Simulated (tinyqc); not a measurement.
# Long-channel MOSFET, surface-potential model: potential, charge and velocity along the channel

n-channel transistor on a uniformly doped p-type body, gradual-channel approximation, constant mobility, Boltzmann statistics, full ionisation. Potentials are counted from the neutral body; V is the electron quasi-Fermi potential, Vsb at the source and Vsb + Vds at the drain. Charges are magnitudes per area.

ni = sqrt(Nc Nv) exp(-Eg/(2 Vt)), Eg in volts; phiF = Vt ln(Na/ni); Cox = eps0 eox/tox; gamma = sqrt(2 q eps0 eps_r Na)/Cox. The surface potential psi at channel potential V solves Vgs + Vsb - Vfb - psi = gamma sqrt(G), G = psi - Vt + Vt exp((psi - 2 phiF - V)/Vt). Charge sheet: Qi = Cox gamma [sqrt(G) - sqrt(psi - Vt)]; I = mu (W/L) [integral of Qi dpsi from psi_0 to psi_L (drift) + Vt (Qi0 - QiL) (diffusion)], with psi_0 at V = Vsb and psi_L at V = Vsb + Vds. The current is the same at every point, so the place y where the channel potential is Vsb + v follows from y/L = I(Vds = v)/I(Vds); the mean carrier velocity is I/(W Qi).

Values chosen for this exercise; material values close to those of gallium arsenide:
```
symbol    value        unit                                      meaning
T           300           K                                  temperature
Eg         1.41          eV                                     band gap
eps_r      13.1               relative permittivity of the semiconductor
Nc      4.42e17       cm^-3       conduction-band density of states at T
Nv       8.9e18       cm^-3          valence-band density of states at T
Na       3.4e15       cm^-3                 acceptor density of the body
eox          23              relative permittivity of the gate insulator
tox          13          nm                          insulator thickness
Vfb       -0.38           V                            flat-band voltage
mu          370  cm^2/(V s)                             channel mobility
W            10          um                                   gate width
L             5          um                                  gate length
Vsb           1           V                     source-body reverse bias
Vgs        0.92           V                          gate-source voltage
Vds           2           V                         drain-source voltage
```

Constants: q = 1.602176634e-19 C, kB = 1.380649e-23 J/K, Vt = kB T/q, eps0 = 8.8541878128e-14 F/cm where lengths are in cm. Results are converted to the units shown.

Along the channel:

| v (V) | psi (V) | Qi (nC/cm^2) | y/L | velocity (cm/s) |
|---|---|---|---|---|
| 0.023 | 2.239 | 42.05 | 0.3822 | 4.692e4 |
| 0.046 | 2.249 | 27.41 | 0.6450 | 7.200e4 |
| 0.069 | 2.256 | 16.17 | 0.8122 | 1.220e5 |
| 0.093 | 2.261 | 8.279 | 0.9116 | 2.383e5 |
| 0.116 | 2.264 | 3.930 | 0.9601 | 5.020e5 |
| 0.139 | 2.265 | 1.738 | 0.9828 | 1.135e6 |
| 0.162 | 2.266 | 0.7382 | 0.9928 | 2.673e6 |
| 0.185 | 2.266 | 0.3077 | 0.9970 | 6.413e6 |

What does the table show?

Half of the listed voltage range, v = 0.093 V, is reached at y/L = 0.912. The charge falls from 42.1 to 0.308 nC/cm^2 over the rows, so the velocity rises by a factor of 137 to keep the current constant.

Program tinyqc, `OMP_NUM_THREADS=1 python tinyqc.py 2360088 2360089 out.jsonl`; Intel Xeon 2.30GHz, shared host, one thread, about 0.04 s.
